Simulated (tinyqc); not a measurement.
Worked calculation: valley-orbit splitting of a donor ground state, with strain. Computed by tinyqc, a small Python program that keeps every step. Command: `OMP_NUM_THREADS=1 python tinyqc.py 3025963 3025964 out.jsonl valleyorbit walk`. One thread of a shared host (Intel(R) Xeon(R) Processor @ 2.30GHz), about 0.01 s of CPU time with the checks. Intermediate numbers are printed to about 7 digits and carried at full precision; extremes and crossings named in words are read from the listed rows.

The basis is the 1s envelope in each valley; energies are counted from the unstrained conduction-band edge. The strain is e_s (a a^T - 1/3) for the unit stress axis a, so valley j along n_j moves by Xi_u e_s w_j with w_j = (n_j.a)^2 - 1/3: +1/3 for [111] and [-1-11], -1/3 for the others.

Inputs (values chosen for the exercise, for a model many-valley semiconductor):

| quantity | value | unit |
|---|---|---|
| single-valley binding energy E_0 | 11.2 | meV |
| central-cell shift Lambda | 0.48 | meV |
| coupling Delta_1 | 0.3 | meV |
| shear deformation potential Xi_u | 16.2 | eV |
| shear strain e_s | 4.9e-05 | - |
| temperature T | 4.2 | K |
| donor density N_D | 6.4e+15 | cm^-3 |
| density-of-states mass of one valley m_e | 0.223 | m_0 |

Valleys: four along <111>. Stress axis: [110].

Constants: k_B = 8.617333262e-05 eV/K; m_0 = 9.1093837015e-31 kg; k_B = 1.380649e-23 J/K; h = 6.62607015e-34 J s.

## Levels without strain

By symmetry: E(A1) = E_0 + Lambda + 3 Delta_1 (one state), E(T2) = E_0 + Lambda - Delta_1 (three), as binding energies.

E(A1) = 12.58 meV

E(T2) = 11.38 meV

Only A1 has all valley amplitudes in phase, so only it has weight at the nucleus.

## The valley matrix under strain

H_jj = -(E_0 + Lambda) + Xi_u e_s w_j; H_jk = -Delta_1 between any two valleys.

H (meV):
```
            [111]   [1-1-1]   [-11-1]   [-1-11]
[111]    -11.4154   -0.3000   -0.3000   -0.3000
[1-1-1]   -0.3000  -11.9446   -0.3000   -0.3000
[-11-1]   -0.3000   -0.3000  -11.9446   -0.3000
[-1-11]   -0.3000   -0.3000   -0.3000  -11.4154
```

## Levels and ground state under strain

Diagonalise H; the ground vector has positive components. The density at the nucleus, and so the contact hyperfine coupling, scales as (sum_j c_j)^2/(number of valleys), which is 1 without strain; the envelopes are held fixed.

levels (meV): -12.63575  -11.64460  -11.32425  -11.11540

valley amplitudes of the ground state: [111] 0.3861654, [1-1-1] 0.5923481, [-11-1] 0.5923481, [-1-11] 0.3861654

hyperfine ratio A/A_0 = 0.9574887

The valleys that move down hold 70.2 % of the ground state, against 50.0 % without strain.

## Binding energy under strain

The binding energy is counted from the lowest valley edge, min_j Xi_u e_s w_j; the gap is from the ground state to the next level.

binding energy under strain = 12.37115 meV

gap to the first excited state = 0.9911539 meV

## Populations and ionisation

z = sum over levels of exp(-(E - E_ground)/k_B T), the ground-state share being 1/z; N_c = 2 (2 pi m_e k_B T/h^2)^(3/2) sum_j exp(-(shift_j - lowest shift)/k_B T); n1 = N_c/(2 z) exp(-binding/k_B T), binding = lowest shift - E_ground; without compensation n = 2 N_D/(1 + sqrt(1 + 4 N_D/n1)) (Boltzmann statistics; p and higher states left out).

partition sum z = 1.106334

share of neutral donors in the ground state = 0.9038859

N_c = 1.078370e+16 cm^-3

n1 = 6.968195 cm^-3

free electrons n = 2.111787e+08 cm^-3

## Strain dependence

The contact hyperfine ratio is A/A_0 = (sum_j c_j)^2/(number of valleys), c_j the valley amplitudes of the ground state; binding from the lowest valley edge.

Against strain:

| e_s | Xi_u e_s (w_max - w_min) (meV) | binding (meV) | gap to next level (meV) | A/A_0 |
|---|---|---|---|---|
| -3.90e-04 | -4.2120 | 12.06380 | 0.683803 | 0.6369986 |
| -1.50e-04 | -1.6200 | 12.17802 | 0.798018 | 0.7976138 |
| -4.90e-05 | -0.5292 | 12.37115 | 0.991154 | 0.9574887 |
| -1.50e-05 | -0.1620 | 12.50444 | 1.124443 | 0.9955051 |
| 1.50e-05 | 0.1620 | 12.50444 | 1.124443 | 0.9955051 |
| 4.90e-05 | 0.5292 | 12.37115 | 0.991154 | 0.9574887 |
| 1.50e-04 | 1.6200 | 12.17802 | 0.798018 | 0.7976138 |
| 3.90e-04 | 4.2120 | 12.06380 | 0.683803 | 0.6369986 |

A/A_0 falls for either sign of strain, to 0.637 and 0.637 at the ends; its limits are the shares of the valleys that end up lowest, 2/4 under compression and 2/4 under tension. Near zero strain A/A_0 changes in second order, the binding in first. The binding energy drops from 12.58 meV to 12.06 and 12.06 meV, since fewer valleys share the valley-orbit gain.

## Do the excited 1s states matter for ionisation?

No strain here. The last two columns set z = 1, with the A1 depth, or use one level at E_0 with z equal to the number of valleys.

Ionised share:

| T (K) | z | all 1s states | ground state alone | no splitting |
|---|---|---|---|---|
| 7.3 | 1.445312 | 6.692705e-05 | 8.045992e-05 | 1.204768e-04 |
| 12.0 | 1.940034 | 4.202250e-03 | 5.848268e-03 | 5.699241e-03 |
| 18.0 | 2.384000 | 3.835179e-02 | 5.858954e-02 | 4.601122e-02 |
| 27.0 | 2.791147 | 1.722281e-01 | 2.701771e-01 | 1.912933e-01 |
| 36.0 | 3.037646 | 3.553509e-01 | 5.292489e-01 | 3.794928e-01 |
| 58.0 | 3.359663 | 7.051394e-01 | 8.672441e-01 | 7.212949e-01 |
| 97.0 | 3.598804 | 9.113317e-01 | 9.719737e-01 | 9.156514e-01 |

z grows from 1.445 to 3.60 of at most 4. Leaving out the excited states overstates the ionised share by up to 56.9 % (at 27.0 K); ignoring the splitting misses by a factor 1.80 at the lowest T and 1.00 at the highest.

Checks made by the program: symmetry formulas against diagonalisation (relative difference below 1e-10).
